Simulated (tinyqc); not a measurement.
# Defect equilibria of an oxide against oxygen pressure (mass action), step by step

A worked calculation. Computed by tinyqc, a small Python program that keeps every step. Command: `OMP_NUM_THREADS=1 python tinyqc.py 3016344 3016345 out.jsonl brouwer walk`. One thread of a shared host (Intel(R) Xeon(R) Processor @ 2.30GHz), about 0.01 s of CPU time with the checks. Intermediate numbers are printed to about 5 digits and carried at full precision; extremes and crossings named in words are read from the listed rows.

Defects: oxygen vacancies V (charge +2), electrons n, holes p, the ionic partner X = V_M'' (charge -2), and the dopant. Activities are taken equal to concentrations.

Inputs (values chosen for the exercise, for a model oxide):
```
quantity                           value             unit
reduction enthalpy H_r              3.42               eV
prefactor K_r0                   3.2e+69  cm^-9 atm^(1/2)
gap E_g                             3.38               eV
prefactor N_c N_v                3.1e+41            cm^-6
disorder enthalpy H_s               4.14               eV
prefactor K_s0                   2.7e+44            cm^-6
dopant density N_d               1.1e+18            cm^-3
temperature T                       1400                K
oxygen pressure P                  2e-13              atm
electron mobility mu_n             0.094       cm^2/(V s)
hole mobility mu_p                  0.95       cm^2/(V s)
vacancy diffusion prefactor D_0    0.003           cm^2/s
vacancy migration energy E_m        0.55               eV
```

Ionic disorder: Schottky, oxide MO. Dopant (singly charged, fully ionised): acceptor.

Constants: k_B = 8.617333262e-05 eV/K; e = 1.602176634e-19 C.

## Equilibrium constants

K_r = K_r0 exp(-H_r/k_B T) = [V] n^2 P^(1/2); K_i = N_c N_v exp(-E_g/k_B T) = n p; K_s = K_s0 exp(-H_s/k_B T) = [X] [V].

K_r = 1.5620e+57 cm^-9 atm^(1/2)

K_i = 2.1081e+29 cm^-6

K_s = 3.3730e+29 cm^-6

## Trial electron densities

Neutrality: 2 [V] + p = n + 2 [X] + N_d. With n as the unknown, [V] = K_r/(n^2 P^(1/2)), p = K_i/n, [X] = K_s/[V]; the log ratio is ln(positive/negative).

Densities (cm^-3):
```
n                [V]           p         [X]  log ratio
1.00e+19  3.4928e+25  2.1081e+10  9.6570e+03     15.655
1.00e+20  3.4928e+23  2.1081e+09  9.6570e+05      8.841
1.00e+21  3.4928e+21  2.1081e+08  9.6570e+07      1.943
1.00e+22  3.4928e+19  2.1081e+07  9.6570e+09     -4.964
1.00e+23  3.4928e+17  2.1081e+06  9.6570e+11    -11.872
```

## Solution at the given pressure

The root is found by 60 bisections in ln n between n = 1e-10 and 1e25 cm^-3.

n = 1.9113e+21 cm^-3

[V] = 9.5618e+20 cm^-3

p = 1.1030e+08 cm^-3

[X] = 3.5276e+08 cm^-3

The largest terms give the Brouwer balance 2 [V] = n; the smaller of the two terms is 100 % of the total charge of one sign. Caution: one of n, p, [V] and [X] is above 2e20 cm^-3, near 1 % of the sites of a usual oxide, where defects associate and the ideal mass-action laws fail. Caution: the carrier density is near sqrt(N_c N_v), where the carriers are degenerate and n p = K_i fails.

## Conductivities

sigma_n = e n mu_n, sigma_p = e p mu_p, sigma_ion = 2 e [V] mu_V with mu_V = 2 e D/(k_B T) and D = D_0 exp(-E_m/k_B T); only the oxygen vacancies carry ionic current, and the ionic transport number is sigma_ion over the total.

sigma_n = 28.784 S/cm

sigma_p = 1.6789e-11 S/cm

sigma_ion = 0.15959 S/cm

total conductivity = 28.944 S/cm

ionic transport number = 0.0055139

The conductor is mainly n-type electronic here.

## Brouwer diagram

The slope is d log n / d log P from this row and the one above; the last column names the largest term on each side. Pressures that give more than 3e21 cm^-3 are left out.

Log10 of the densities in cm^-3:
```
log10 P (atm)       n     [V]       p     [X]  slope of n    balance
-12            21.165  20.864   8.159   8.664           -  2 [V] = n
-8             20.498  20.198   8.826   9.330    -0.16677  2 [V] = n
-4             19.829  19.535   9.495   9.993    -0.16713  2 [V] = n
0              19.154  18.885  10.170  10.643    -0.16877  2 [V] = n
```

Regimes: 2 [V] = n from log P = -12 to 0, where that balance predicts a slope of -1/6 and the table comes as close as -0.167. Rows with n or p near or above sqrt(N_c N_v) are degenerate, and n p = K_i is then only nominal.

## Conductivity against oxygen pressure

The formulas are those given above.

Log10 of the conductivities in S/cm:
```
log10 P (atm)   n-type   p-type    ionic    total  ionic transport number
-12             1.3426  -10.658  -0.9134   1.3450               0.0055149
-8              0.6756   -9.991  -1.5793   0.6780               0.0055299
-4              0.0071   -9.323  -2.2423   0.0095               0.0056001
0              -0.6680   -8.648  -2.8921  -0.6654               0.0059333
```

The ionic transport number stays at or below about 0.0059: no electrolytic window. The total has no minimum inside this range.

Checks made by the program: the three mass-action laws (relative difference below 1e-10).
